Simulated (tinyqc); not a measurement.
Coupled-perturbed Hartree-Fock on RHF in the sto-3g basis, for H2, spin multiplicity 1, step by step. Computed by tinyqc, a small Python program that keeps every step (integrals from PySCF). Settings: charge = 0, multiplicity = 1, basis = sto-3g, method = RHF, energy threshold = 1e-10, iteration cap = 61, orthogonalisation = symmetric, start = Wolfsberg-Helmholz matrix, DIIS depth = 6. Command: `OMP_NUM_THREADS=1 python tinyqc.py 26734 26735 out.jsonl` (the two numbers bound the seeds that draw the settings). One thread of a shared host (Intel(R) Xeon(R) Processor @ 2.60GHz), about 0.08 s of CPU time with the checks. The early iterations of the SCF are left out here.

## One-electron integrals

Geometry (angstrom):

| atom | x | y | z |
|---|---|---|---|
| H | 0.000000 | 0.000000 | 0.000000 |
| H | 0.000000 | 0.000000 | 0.955000 |

Basis sto-3g: exponents (1/bohr^2) and contraction coefficients of normalised primitives:

| element | l (shell) | exponent | coefficient |
|---|---|---|---|
| H | s (1) | 3.425251 | 0.154329 |
| H | s (1) | 0.623914 | 0.535328 |
| H | s (1) | 0.168855 | 0.444635 |

Overlap, kinetic and nuclear-attraction integrals over the contracted functions; the nuclear repulsion is the sum of Za Zb / Rab.

nuclear repulsion = 0.55411226 hartree

overlap S:
```
          1H 1s     2H 1s
1H 1s  1.000000  0.523375
2H 1s  0.523375  1.000000
```

kinetic energy T (hartree):
```
          1H 1s     2H 1s
1H 1s  0.760032  0.128863
2H 1s  0.128863  0.760032
```

nuclear attraction V (hartree):
```
           1H 1s      2H 1s
1H 1s  -1.760406  -0.855173
2H 1s  -0.855173  -1.760406
```

core Hamiltonian H = T + V (hartree):
```
           1H 1s      2H 1s
1H 1s  -1.000374  -0.726310
2H 1s  -0.726310  -1.000374
```

## Two-electron integrals

Functions are numbered as in S; the eight-fold symmetry (ij|kl) = (ji|kl) = (kl|ij) leaves the list below.

Two-electron integrals (ij|kl) in chemists' order, unique and non-zero (hartree):
```
(11|11) 0.774606   (21|11) 0.330597   (21|21) 0.177433   (22|11) 0.492943
(22|21) 0.330597   (22|22) 0.774606
```

## Orthogonalisation

S = U s U^T; symmetric (Loewdin) form X = U s^(-1/2) U^T, so that X^T S X = 1.

eigenvalues of S: 0.476625  1.523375

X:
```
           1H 1s      2H 1s
1H 1s   1.129342  -0.319134
2H 1s  -0.319134   1.129342
```

## Iteration 2 (converged): orbitals

converged F (hartree):
```
           1H 1s      2H 1s
1H 1s  -0.263768  -0.496376
2H 1s  -0.496376  -0.263768
```

Diagonalise F' = X^T F X, C = X C', fill 1 alpha and 1 beta electrons from the bottom; D = 2 C_occ C_occ^T. Each column has its largest component positive (the first on a tie).

F' = X^T F X (hartree):
```
           1          2
1  -0.005478  -0.493510
2  -0.493510  -0.005478
```

orbital energies (hartree): MO1 -0.498987, MO2 0.488032

coefficients C:
```
            MO1        MO2
1H 1s  0.572904   1.024228
2H 1s  0.572904  -1.024228
```

D after iteration 2:
```
          1H 1s     2H 1s
1H 1s  0.656437  0.656437
2H 1s  0.656437  0.656437
```

## Convergence

Stop when the energy changes by less than 1e-10 hartree and every element of the error matrix X^T (F D S - S D F) X is below 3e-06.

Course of the cycle:

| iteration | E (hartree) | change | largest element of the error matrix |
|---|---|---|---|
| 1 | -1.07833432 | - | 1.02e-16 |
| 2 | -1.07833432 | 0.000000 | 1.02e-16 |

PySCF RHF in the same basis = -1.07833432 hartree

Converged in 2 iterations.

## Integrals over molecular orbitals

(pq|rs) = sum C_ip C_jq C_kr C_ls (ij|kl), one index at a time.

one-electron integrals over orbitals h = C^T H C (hartree):
```
           1          2
1  -1.133459   0.000000
2   0.000000  -0.575009
```

Two-electron integrals over orbitals (pq|rs), unique and non-zero (hartree):
```
(11|11) 0.634472   (21|21) 0.193962   (22|11) 0.628501   (22|22) 0.660353
```

## Response to a field: uncoupled start

dipole integrals <a|z|i> (bohr):
```
           i1
a2  -1.058962
```

Field along z; U_ai = -mu_ai / (e_a - e_i), alpha = -4 sum U_ai mu_ai.

uncoupled U:
```
          i1
a2  1.072889
```

uncoupled polarisability = 4.544594 bohr^3

## Coupled step 1

U_ai = -(mu_ai + sum_bj [4 (ai|bj) - (ab|ij) - (aj|bi)] U_bj) / (e_a - e_i); alpha = -4 sum U_ai mu_ai.

U after step 1:
```
          i1
a2  1.123561
```

polarisability = 4.759232 bohr^3

## Coupled step 2

As before.

U after step 2:
```
          i1
a2  1.125954
```

polarisability = 4.769369 bohr^3

## Coupled polarisability

Repeat until U stops changing; compare with -d2E/dF2.

Course of the coupled iterations:

| step | alpha (bohr^3) |
|---|---|
| 0 | 4.544594 |
| 1 | 4.759232 |
| 2 | 4.769369 |
| 3 | 4.769848 |
| 4 | 4.769870 |
| 5 | 4.769871 |
| 6 | 4.769872 |
| 7 | 4.769872 |

coupled polarisability = 4.769872 bohr^3

finite-field check, fields of +/-0.001 au = 4.769868 bohr^3
